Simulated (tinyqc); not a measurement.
# Schottky barrier on an n-type semiconductor with a surface-enhanced doping, non-linear Poisson equation by Newton steps: Capacitance-voltage profiling

One dimension, metal at x = 0, donor density C(x) = Nd + N0 exp(-x/Ls). Energies are counted from the electron Fermi level of the semiconductor and the conduction-band edge is Ec = -psi, so n = Nc exp(psi/Vt); holes follow the Fermi level of the metal, at -V, so p = Nv exp((V - psi - Eg)/Vt). Ends: psi(0) = V - phiB and psi = Vt ln(Nd/Nc) deep inside. Boltzmann statistics, full ionisation, no current, no image force in the Poisson equation.

The Poisson equation d/dx(eps0 eps_r dpsi/dx) = -q (p - n + C) is solved on a mesh of about 1000 nodes or more that ends in neutral material. C_s = q d/dV of the integral of n over x, from the linearised equation. Probed depth w = eps0 eps_r/C_s; apparent doping N_app = C_s^3/(q eps0 eps_r dC_s/dV), the derivative by central differences over +/- 0.02 V.

Inputs (values chosen for the exercise); band and dielectric values those of a made-up semiconductor:
- T = 250 K (temperature)
- Eg = 1.19 eV (band gap)
- eps_r = 10 (relative permittivity)
- Nc = 7.33e17 cm^-3 (conduction-band density of states at T)
- Nv = 1.53e19 cm^-3 (valence-band density of states at T)
- Nd = 5.2e15 cm^-3 (donor density deep in the semiconductor)
- phiB = 0.65 eV (barrier height)
- N0 = 2e16 cm^-3 (extra donor density at the surface)
- Ls = 140 nm (decay length)

Constants: q = 1.602176634e-19 C, kB = 1.380649e-23 J/K, Vt = kB T/q, eps0 = 8.8541878128e-14 F/cm where lengths are in cm. Results are converted to the units shown.

Capacitance-voltage profiling:

| V (V) | C_s (nF/cm^2) | w (nm) | N_app (cm^-3) | true C(w) (cm^-3) | \|E_0\| (kV/cm) |
|---|---|---|---|---|---|
| 0 | 40.7 | 217 | 9.58e15 | 9.43e15 | 59.7 |
| -0.25 | 31.5 | 281 | 8.02e15 | 7.89e15 | 69.8 |
| -0.5 | 26.0 | 340 | 7.07e15 | 6.96e15 | 77.9 |
| -0.75 | 22.4 | 396 | 6.47e15 | 6.38e15 | 84.7 |
| -1 | 19.8 | 448 | 6.08e15 | 6.01e15 | 90.6 |
| -1.25 | 17.8 | 497 | 5.82e15 | 5.77e15 | 95.9 |
| -1.5 | 16.3 | 544 | 5.65e15 | 5.61e15 | 101 |
| -1.75 | 15.1 | 587 | 5.53e15 | 5.50e15 | 105 |
| -2 | 14.1 | 629 | 5.45e15 | 5.42e15 | 109 |

C_s falls from 40.7 to 14.1 nF/cm^2 while the probed depth goes from 217 to 629 nm. The apparent doping falls from 9.58e15 to 5.45e15 cm^-3. It departs most from the true doping at that depth for V = -0.25 V, where it is 1.7 % above it; so the doping is read well over the depths probed.

Computed by the program tinyqc: `OMP_NUM_THREADS=1 python tinyqc.py 2020059 2020060 out.jsonl`, one thread of a shared Intel Xeon 2.30GHz, about 0.07 s for the whole run.
